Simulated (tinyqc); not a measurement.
What moves the results: donors with valley-orbit split 1s states. A value that a table varies takes the place of the one given here.

Each donor binds at most one electron, in any of its states. For a site s, W_s = sum over its states of g exp(E/kT), and the ionised share is 1/(1 + W_s exp(eta)), eta = (EF - Ec)/kT; n = Nc F_1/2(eta); neutrality n + NA = ND x (mean ionised share); holes are neglected. Nc from N = 2 (m kB T/(4 pi c))^(3/2) with c = hbar^2/2m0, in 1/angstrom^3; times 1e24 for 1/cm^3, m = md. F_j(eta) = (1/Gamma(j + 1)) integral_0^infinity x^j dx/(1 + exp(x - eta)), which tends to exp(eta) for eta << 0.

Mobility (Caughey-Thomas form): mu = mu0 + (mu1 (T/300)^(-ga) - mu0)/(1 + ((ND + NA)/Nr)^de); rho = 1/(e n mu), e = 1.602176634e-19 C.

Constants: hbar^2/2m0 = 3.80998211 eV angstrom^2; kB = 8.617333262e-05 eV/K.

Values chosen for the exercise (near those of As in Si; not measured data):
```
symbol  value             unit        meaning
md      1.05              m0          density-of-states mass of the conduction band
E       (54.4, 33, 31.1)  meV         binding energies of 1s(A1), 1s(T2), 1s(E)
g       (2, 6, 4)                     their degeneracies with spin
ND      9.5e+15           1/cm^3      donors
NA      0                 1/cm^3      compensating acceptors, all ionised
T       500               K
mu0     59                cm^2/(V s)  mobility at heavy doping
mu1     1331              cm^2/(V s)  mobility at light doping and 300 K
Nr      9.1e+16           1/cm^3      reference doping
de      0.72                          doping exponent
ga      2.3                           temperature exponent
```

## What the excited states change

The last columns keep only the ground state of each site (g = 2).

Results:
```
T (K)  effective degeneracy     eta  n (1/cm^3)  n, ground states only  ratio
40                     2.02  -10.71    2.94e+13               2.95e+13  0.996
60                     2.14   -8.44    5.23e+14               5.40e+14  0.968
80                     2.41   -7.49    2.07e+15               2.25e+15  0.923
110                    2.97   -7.04    5.25e+15               5.90e+15  0.891
150                    3.81   -7.10    7.85e+15               8.49e+15  0.925
200                    4.77   -7.41    8.90e+15               9.23e+15  0.964
250                    5.58   -7.71    9.21e+15               9.39e+15  0.981
300                    6.25   -7.97    9.33e+15               9.45e+15  0.988
400                    7.26   -8.39    9.42e+15               9.48e+15  0.994
500                    7.98   -8.72    9.46e+15               9.49e+15  0.997
```

What can be read from the table?

The effective degeneracy grows from 2.02 to 7.98. Excited states hold electrons back, so the ratio is never above 1; it is lowest, 0.891, at 110 K of those listed, and 0.988 at 300 K. At low T the excited states empty out, and at high T more donors are ionised (n is 100 % of ND - NA in the last row), so the effect is largest in between.

## Ionisation and resistivity against doping

NA = 0.

Results:
```
ND (1/cm^3)  n (1/cm^3)   n/ND  mu (cm^2/(V s))  rho (ohm cm)  rho at full ionisation
1.0e+14        1.00e+14  1.000              408           153                     153
1.0e+15        1.00e+15  1.000              398          15.7                    15.7
1.0e+16        9.95e+15  0.995              351          1.78                    1.78
3.0e+16        2.96e+16  0.986              302         0.699                   0.689
1.0e+17        9.56e+16  0.956              229         0.285                   0.272
3.0e+17        2.66e+17  0.886              164         0.143                   0.127
1.0e+18        7.36e+17  0.736              112        0.0756                  0.0556
2.0e+18        1.24e+18  0.622               93        0.0538                  0.0334
```

What does this show, and why?

From 1e16 to 1e18 1/cm^3 rho falls by a factor 23.6, not 100: the mobility takes a factor 3.13 and incomplete ionisation 1.35. n/ND is below 0.9 from 3e+17 1/cm^3 on. From a few times 1e18 1/cm^3 on, depending on the dopant, the levels merge with the band, and already below that screening lowers the binding energy, so the last rows understate n.

## Compensation sets the slope of the freeze-out

NA = K ND. The slope energy is -d ln(n T^(-p))/d(1/kT) between 30 and 36 K, with p = 3/4 for K = 0 and p = 3/2 otherwise.

Results:
```
K       n(30 K) (1/cm^3)  n(36 K) (1/cm^3)  slope energy (meV)
0               1.72e+12          1.13e+13               27.17
0.0010          3.00e+11          7.54e+12               45.76
0.010           3.07e+10          1.32e+12               54.14
0.050           5.89e+09          2.57e+11               54.34
0.20            1.24e+09          5.42e+10               54.35
0.50            3.10e+08          1.35e+10               54.35
```

What does this show, and why?

Without acceptors the slope is 27.17 meV, against half the ground-state energy, 27.20; with K = 0.05 it is 54.34 meV, against the full 54.4. The full energy (less a few meV where excited levels lie within a few kT) shows where n is far below NA, since the acceptors then hold EF near the donor level: n(36 K)/NA is 0.79 for K = 0.001 and 0.00054 for K = 0.05; where it is not small, the slope falls short of the full energy.

## What moves the carrier density

All results formed anew. Each row changes one parameter from the base and keeps the others.

Results:
```
case                         eta  n (1/cm^3)  rho (ohm cm)
base                      -8.723   9.457e+15         1.868
E = (59.4, 33, 31.1) meV  -8.723   9.455e+15         1.869
md = 1.155 m0             -8.865   9.462e+15         1.867
ND = 1.9e+16 1/cm^3       -8.034   1.883e+16         1.020
NA = 9.5e+14 1/cm^3       -8.828   8.511e+15         2.096
T = 530 K                 -8.810   9.462e+15         2.127
Nr = 1.82e+17 1/cm^3      -8.723   9.457e+15         1.767
```

What can be read from the table?

The largest shifts from the base row, up to three for each result and ties (the steps differ in size, so this ranks the rows, not the parameters). eta: ND +0.689, md -0.142, NA -0.105; unchanged at the printed digits by E and Nr. n (1/cm^3): ND +9.37e+15, NA -9.46e+14, md +5.74e+12; unchanged at the printed digits by Nr. rho (ohm cm): ND -0.848, T +0.258, NA +0.228.

(tinyqc, `OMP_NUM_THREADS=1 python tinyqc.py 1682109 1682110 out.jsonl`, Intel(R) Xeon(R) Processor @ 2.30GHz, 1 thread, shared host, about 0.01 s.)
